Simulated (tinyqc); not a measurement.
Tight binding, kagome lattice, step by step. One step of it, computed by the program tinyqc.

Task: Levels at K. Diagonalise the Hermitian matrix.

H(k) at K (eV):
```
,A,B,C
A,0.000000,-1.120000+1.368320i,-1.120000-1.368320i
B,-1.120000-1.368320i,0.000000,-1.120000+1.368320i
C,-1.120000+1.368320i,-1.120000-1.368320i,-0.230000
```

Give: eigenvalues; weights |c|^2 of the basis functions.

Result:

eigenvalues (eV): -2.3238  -1.3218  3.4156

weights |c|^2 of the basis functions:
```
,band 1,band 2,band 3
A,0.3024,0.3547,0.3430
B,0.3024,0.3547,0.3430
C,0.3953,0.2906,0.3141
```
